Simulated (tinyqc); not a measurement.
# Off-state leakage of single and stacked transistors, step by step

Program tinyqc, `OMP_NUM_THREADS=1 python tinyqc.py 2242080 2242081 out.jsonl`; Intel Xeon 2.30GHz, shared host, one thread, about 0.03 s. Printed values are rounded.

n-channel devices of unit width. Subthreshold current I(Vg, Vs, Vd) = I0 (T/300 K)^0.5 exp[(Vg - Vs - VT(T) - gb (Vs - Vb) + dd (Vd - Vs))/(nf Vt)] (1 - exp(-(Vd - Vs)/Vt)), VT(T) = VT - cT (T - 300 K). Gate-edge tunnelling Ig (Vd/1 V) exp(ag (Vd - 1 V)), for a gate at 0 V, and band-to-band leakage Ab u exp(-Bb/u), u = Vd - Vb + 1 V, flow at a drain held at V; both are taken as independent of T. In a stack of off transistors (all gates at 0 V) the same subthreshold current passes through each.

Inputs (values chosen for the exercise); values of the order met in bulk silicon logic transistors:
- T = 378 K (temperature)
- V = 1.2 V (supply voltage)
- VT = 0.41 V (threshold at 300 K, zero drain and body bias)
- cT = 0.9 mV/K (fall of the threshold with temperature)
- I0 = 0.14 uA/um (current at threshold at 300 K)
- nf = 1.33 (slope factor)
- dd = 0.15 (drain-induced lowering per volt)
- gb = 0.16 (rise of the threshold per volt of source-body bias)
- Ig = 6e-5 uA/um (gate-edge tunnelling current at 1 V)
- ag = 5.5 1/V (exponential slope of the gate current)
- Ab = 1 uA/(um V) (prefactor of band-to-band leakage at the drain)
- Bb = 20 V (its exponential voltage)
- Vb = -0.6 V (body voltage)

Constants: q = 1.602176634e-19 C, kB = 1.380649e-23 J/K, Vt = kB T/q. Results are converted to the units shown.

## Leakage of one transistor

Vg = Vs = 0, Vd = V; effective threshold VT(T) - gb Vb - dd V.

effective threshold = 0.2558 V
parts (nA/um): subthreshold 0.428563, gate edge 0.216300, band-to-band 2.21337
total = 2.85824 nA/um
shares (%): subthreshold 14.9940, gate edge 7.56760, band-to-band 77.4384

The band-to-band part is the largest.

## Starting value

Vx = dd V/(1 + gb + 2 dd), the solution for Vx well above Vt, rounded to three decimals.

Vx at the start = 0.123 V

## Iteration 1: new Vx

Stack of two, Vx the node between them: I_low = I(0, 0, Vx), I_up = I(0, Vx, V), f = ln(I_up/I_low), f' = -(1 + gb + 2 dd)/(nf Vt) - 1/(Vt (exp(Vx/Vt) - 1)) - 1/(Vt (exp((V - Vx)/Vt) - 1)), Vx(new) = Vx - f/f'.

I_low = 0.0100571 nA/um
I_up = 0.0103932 nA/um
f = 0.0328737
f' = -34.4204 1/V
Vx after iteration 1 = 0.123955 V

## Iteration 2: new Vx

As before.

I_low = 0.0100972 nA/um
I_up = 0.0100973 nA/um
f = 1.02113e-5
f' = -34.3991 1/V
Vx after iteration 2 = 0.123955 V

## Course of the iteration

Stop when the step is below 1e-11 V, or after 40 iterations.

Course of the iteration:
```
iteration	Vx before the step (V)	step (V)
1	0.123	9.55e-4
2	0.123955	2.97e-7
3	0.123955	2.80e-14
```

Converged in 3 iterations. The subthreshold current of the stack is 0.01010 nA/um, 42.4 times less than that of one transistor (the drain leakage is unchanged); the estimate exp[dd V (1 + gb + dd)/((1 + gb + 2 dd) nf Vt)] gives 41.6.
